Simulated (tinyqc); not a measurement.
# Junction field-effect transistor with two gates, gradual channel with velocity saturation, step by step

tinyqc, about 0.06 s, one thread, Intel Xeon 2.30GHz (shared host): `OMP_NUM_THREADS=1 python tinyqc.py 2500058 2500059 out.jsonl` Printed values are rounded.

A uniformly doped n-type channel, depleted from both sides by p+ gates; at channel potential V the depleted share of a is u = sqrt((Vbi - Vg + V)/Vp), s at the source. Electrons drift with v = mu E/(1 + mu E/vsat). Abrupt depletion edge, no series resistance, source at 0.

Values chosen for this exercise; material values close to those of gallium arsenide:

| symbol | value | unit | meaning |
|---|---|---|---|
| T | 250 | K | temperature |
| eps_r | 12.8 |  | relative permittivity of the semiconductor |
| Nc | 3.29e17 | cm^-3 | conduction-band density of states at T |
| Eg | 1.39 | eV | band gap |
| Nv | 6.91e18 | cm^-3 | valence-band density of states at T |
| Nd | 1.3e17 | cm^-3 | donor density of the channel |
| a | 210 | nm | half the channel thickness |
| mu | 3800 | cm^2/(V s) | low-field mobility at this doping |
| vsat | 8.6e6 | cm/s | saturation velocity |
| L | 1 | um | gate length |
| W | 200 | um | gate width |
| Na | 1.8e18 | cm^-3 | acceptor density of the gates |
| Vg | -0.9 | V | gate voltage |
| Vd | 0.25 | V | drain voltage |

Constants: q = 1.602176634e-19 C, kB = 1.380649e-23 J/K, Vt = kB T/q, eps0 = 8.8541878128e-14 F/cm where lengths are in cm. Results are converted to the units shown.

Range of the model: The donor density is not small against Nc, so the Boltzmann form of the built-in voltage is rough.

## Built-in and pinch-off voltages

ni = sqrt(Nc Nv) exp(-Eg/(2 Vt)), Eg in volts; Vbi = Vt ln(Na Nd/ni^2); Vp = q Nd a^2/(2 eps0 eps_r); G0 = 2 q mu Nd a W/L; Z = mu Vp/(vsat L); s = sqrt((Vbi - Vg)/Vp). VT = Vbi - Vp.

Vbi = 1.341017 V
Vp = 4.052319 V
VT = -2.711302 V
G0 = 664.8392 mS
Z = 17.90560
s = 0.7436537

Z = 17.9: velocity saturation dominates.

## Current below saturation

u = sqrt((Vbi - Vg + Vd)/Vp). I = (G0 Vp/3) F/(1 + Z (u^2 - s^2)), F = 3 (u^2 - s^2) - 2 (u^3 - s^3), with u at V = Vd; Z = 0 gives constant mobility, for which u stops at 1.

u = 0.7840369
F = 0.04367440
I for Z = 0 = 39.22166 mA
I = 18.63570 mA

The falling mobility lowers the current by 52.5 %.

## Iteration 1: the saturation point by Newton steps

u at the start = 0.744

a is the channel (half-)thickness, Vp its pinch-off voltage and Z = mu Vp/(vsat L); an iterate with u > 1 is an overshoot, not a physical state. f = (1 - u)(1 + Z (u^2 - s^2)) - Z F/3, F = 3 (u^2 - s^2) - 2 (u^3 - s^3); f' = -(1 + Z (u^2 - s^2)); u(new) = u - f/f'.

f = 0.2559984
f' = -1.009225
u after iteration 1 = 0.9976584

## Iteration 2: the saturation point by Newton steps

As before.

f = -0.9545696
f' = -8.919673
u after iteration 2 = 0.8906400

The value that enters this step is an overshoot, farther from the solution than the start was, so its intermediate quantities are not physical.

## Course of the iteration: the saturation point by Newton steps

Stop when u changes by less than 1e-10, or after 60 iterations.

Course of the iteration:
```
iteration          u  |change|
1          0.9976584     0.254
2          0.8906400     0.107
3          0.8534269    0.0372
4          0.8481658   5.26e-3
5          0.8480597   1.06e-4
6          0.8480596   4.30e-8
7          0.8480596   < 1e-13
```

Converged in 7 iterations. At the end the number of correct digits about doubles with each step.

## Saturation voltage, current and transconductance

um = 0.8480596

Vdsat = Vp (um^2 - s^2); Isat = (G0 Vp/Z)(1 - um), which is 2 q Nd vsat a W (1 - um); gm = G0 (um - s)/(1 + Z (um^2 - s^2)). For Z = 0: Vdsat = Vp (1 - s^2), Isat = (G0 Vp/3)(1 - 3 s^2 + 2 s^3), gm = G0 (1 - s).

Vdsat = 0.6734320 V
Isat = 22.86150 mA
gm = 17.45967 mS
Vdsat for Z = 0 = 1.811302 V
Isat for Z = 0 = 146.7853 mA
gm for Z = 0 = 170.4291 mS

The current saturates with 15.2 % of the channel still open at the drain, at 0.156 of the constant-mobility current.
